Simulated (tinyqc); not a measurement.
Worked calculation: one-electron ion in a basis of Gaussians. One step of it, computed by the program tinyqc.

Problem. Matrices over normalised Gaussians. With p = a_i + a_j and I(k) = Gamma((k+1)/2) / (2 p^((k+1)/2)): S = I(2l+2), T = (2l+3) a_i a_j S / p, V = -Z I(2l+1), each divided by sqrt(S_ii S_jj).

exponents of r^l exp(-a r^2) (1/bohr^2): 0.004765  0.015080  0.047740  0.151100  0.478300  1.514000  4.791000

Z = 1

l = 2

Give: S; T; V.

Solution.

S, lower triangle:
```
       1      2      3      4      5      6      7
1  1.000
2  0.576  1.000
3  0.144  0.576  1.000
4  0.024  0.144  0.576  1.000
5  0.003  0.024  0.144  0.576  1.000
6  0.000  0.003  0.024  0.144  0.576  1.000
7  0.000  0.000  0.003  0.024  0.144  0.576  1.000
```

T (hartree), lower triangle:
```
       1      2      3      4      5      6       7
1  0.017
2  0.015  0.053
3  0.004  0.046  0.167
4  0.001  0.014  0.146  0.529
5  0.000  0.002  0.044  0.463  1.674
6  0.000  0.000  0.008  0.138  1.466  5.299
7  0.000  0.000  0.001  0.025  0.438  4.641  16.768
```

V (hartree), lower triangle:
```
        1       2       3       4       5       6       7
1  -0.059
2  -0.049  -0.105
3  -0.020  -0.087  -0.186
4  -0.006  -0.035  -0.155  -0.331
5  -0.001  -0.010  -0.063  -0.275  -0.589
6   0.000  -0.003  -0.018  -0.112  -0.489  -1.047
7   0.000  -0.001  -0.005  -0.032  -0.199  -0.871  -1.863
```
